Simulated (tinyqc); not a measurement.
Worked calculation: averaged masses of warped heavy- and light-hole bands. Values are carried at full precision from step to step, so a last printed digit may differ when a step is redone from the rounded ones.

Constants: Ry = 13.60569312 eV; a0 (Bohr radius) = 0.5291772105 angstrom; kB = 8.617333262e-05 eV/K; hbar^2/2m0 = 3.80998211 eV angstrom^2.

Inputs chosen for the exercise (near those of InSb; shifted at random, so the results belong to these values and not to a real crystal): g1 = 34.8 (Luttinger gamma1); g2 = 15.46 (gamma2); g3 = 16.5 (gamma3); eps = 17.19 (dielectric constant); mso = 0.11 m0 (split-off mass); Dso = 0.821 eV (spin-orbit splitting); T = 400 K (temperature).

## Other forms of the parameters

Dresselhaus-Kip-Kittel form E = c [A k^2 -/+ sqrt(B^2 k^4 + C^2 (kx^2 ky^2 + ky^2 kz^2 + kz^2 kx^2))] with A = g1, B = 2 g2, C^2 = 12 (g3^2 - g2^2). Spherical form: mu = (6 g3 + 4 g2)/(5 g1), delta = (g3 - g2)/g1, masses 1/(g1 (1 -/+ mu)). Effective rydberg R* = Ry/(g1 eps^2) and radius a* = a0 g1 eps.

A, B, |C|: 34.800  30.920  19.971

mu, delta: 0.9244  0.0299

spherical masses, heavy and light (m0): 0.3799  0.0149

R* = 1.32 meV
a* = 316.6 angstrom

delta/mu = 0.03 measures the warping against the spherical splitting.

## Masses along six directions

Four-band hole energies E = c k^2 f(u), c = hbar^2/2m0, f = g1 -/+ 2 sqrt(g2^2 + 3 (g3^2 - g2^2) s), s = ux^2 uy^2 + uy^2 uz^2 + uz^2 ux^2 for the unit vector u; minus for heavy, plus for light holes; the mass along u is 1/f.

Give s and both masses.

Masses (m0):
```
direction        s   heavy   light
[100]      0.00000  0.2577  0.0152
[110]      0.25000  0.4334  0.0149
[111]      0.33333  0.5556  0.0147
[210]      0.16000  0.3491  0.0150
[221]      0.29630  0.4939  0.0148
[331]      0.27424  0.4632  0.0148
```

The heavy mass grows by a factor of 2.16 from [100] to [111] while the light one shrinks by 3 %; 1/m_heavy + 1/m_light = 2 g1 in every direction.

## Density-of-states masses from three directions

m_d^(3/2) is the angular mean of m(u)^(3/2). The rule mean = (10 F[100] + 16 F[110] + 9 F[111])/35 is exact for cubic harmonics up to sixth order. Total m_d = (m_h^(3/2) + m_l^(3/2))^(2/3).

m^(3/2):
```
direction    heavy    light
[100]      0.13084  0.00188
[110]      0.28529  0.00181
[111]      0.41409  0.00179
```

m_d heavy, light (m0): 0.4221  0.0149

total = 0.4240 m0
share of light holes = 0.7 %

## Averages on a grid

Grid: n x n midpoints in cos(theta) from 0 to 1 and phi from 0 to pi/2, equal weights. m_d = <f^(-3/2)>^(2/3). Conductivity mass for one scattering time: 1/m_c = <|w|^2 f^(-5/2)>/<f^(-3/2)> with w = grad_k(k^2 f)/(2 k), that is |w|^2 = f^2 + |angular gradient of f|^2/4.

Use n = 40.

m_d heavy, light (m0): 0.4012  0.0149

m_c heavy, light (m0): 0.3363  0.0149

The three-direction rule differs from the grid by +5.22 % for heavy holes. Warping makes m_c of the heavy holes 16 % smaller than m_d; on a sphere the two are equal.

## Effective density of states

Nv = 2 (kT/(4 pi c))^(3/2) [m_h^(3/2) + m_l^(3/2) + mso^(3/2) exp(-Dso/kT)], c = hbar^2/2m0, parabolic bands, m_h and m_l the density-of-states masses from the grid; 1 angstrom^-3 = 1e24 cm^-3.

prefactor = 3.8635e+19 cm^-3

the three terms: 0.25413  0.00182  0.00000

Nv = 9.889e+18 cm^-3

shares (%): 99.3  0.7  0.0

kT/Dso = 0.04, small enough for the four-band form.

## Checks

- m_d and m_c of heavy holes for g2 = g3 against 1/(g1 - 2 g3): they agree to 1e-10 or better.
- m_d of heavy holes on grids of 40 and 160: both 0.4012.

Computed by tinyqc, a small Python program: `OMP_NUM_THREADS=1 python tinyqc.py 1081421 1081422 out.jsonl` (the numbers bound the seed that draws the inputs); one thread of a shared host (Intel(R) Xeon(R) Processor @ 2.30GHz), about 0.03 s for the whole set of steps.
